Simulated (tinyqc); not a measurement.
Configuration-coordinate model of a defect: Huang-Rhys factor and luminescence line shape: one step, computed by the program tinyqc. Command: `OMP_NUM_THREADS=1 python tinyqc.py 3029680 3029681 out.jsonl ccline walk`. One thread of a shared host (Intel(R) Xeon(R) Processor @ 2.30GHz), about 0.02 s of CPU time with the checks.

Ground state E_g(Q) = (1/2) omega_g^2 Q^2; excited state E_e(Q) = E_0 + (1/2) omega_e^2 (Q - dQ)^2 with omega_e = omega_g and E_0 = E_ZPL. Q is mass-weighted; the dipole does not depend on Q (Condon approximation).

Problem. Huang-Rhys factors and vertical energies. S = hbar omega dQ^2/(2 hbar^2/u) for each state; relaxation energy S hbar omega; absorption at E_0 + S_e hbar omega_e, emission at E_0 - S_g hbar omega_g; the Stokes shift is their difference.

Inputs (values chosen for the exercise, for a model defect in a wide-gap host): zero-phonon energy E_ZPL = 2 eV; displacement dQ = 0.565 u^(1/2) angstrom; ground-state phonon hbar omega_g = 60.7 meV.

Modes: equal frequencies in both states.

Constants: hbar^2/u = 4.18015928e-03 eV angstrom^2.

Give: S_g; S_e; relaxation energy, ground state; relaxation energy, excited state; vertical absorption energy; vertical emission energy; Stokes shift.

Solution.

S_g = 2.318

S_e = 2.318

relaxation energy, ground state = 0.1407 eV

relaxation energy, excited state = 0.1407 eV

vertical absorption energy = 2.141 eV

vertical emission energy = 1.859 eV

Stokes shift = 0.2814 eV

The coupling is intermediate: phonon replicas can be resolved beside the zero-phonon line.
